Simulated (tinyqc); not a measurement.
From results back to parameters: smearing for a one-band metal on the bcc lattice. Three cases, with inputs chosen for the exercise.

Problem. With Gaussian smearing, f = erfc(x)/2, s = exp(-x^2)/(2 sqrt(pi)), x = (E_k - mu)/sigma and free energy F = E - sigma S, small widths give F(sigma) = E0 - D sigma^2/4, where D is the density of states at the Fermi level (both spins, per cell). F at two widths was computed from hidden E0 and D.

Find: D; E0.

Method. D = 4 (F(s1) - F(s2))/(s2^2 - s1^2); E0 = F(s1) + D s1^2/4.

Case 1.

Values chosen: s1 = 0.05 eV; s2 = 0.1 eV.
F(s1) = -1.1167606 eV
F(s2) = -1.1205425 eV

Solution.

D = 2.017 1/eV
E0 = -1.1155 eV

Case 2.

Values chosen: s1 = 0.1 eV; s2 = 0.2 eV.
F(s1) = -2.0983050 eV
F(s2) = -2.1127200 eV

Solution.

D = 1.922 1/eV
E0 = -2.0935 eV

Case 3.

Values chosen: s1 = 0.074 eV; s2 = 0.148 eV.
F(s1) = -1.1190814 eV
F(s2) = -1.1229255 eV

Solution.

D = 0.936 1/eV
E0 = -1.1178 eV

Computed by tinyqc, one run a case: `OMP_NUM_THREADS=1 python tinyqc.py N N+1 out.jsonl` with N = 1651335, 1651534, 1651579; one thread of a shared Intel(R) Xeon(R) Processor @ 2.30GHz, about 0.2 s a run at most.
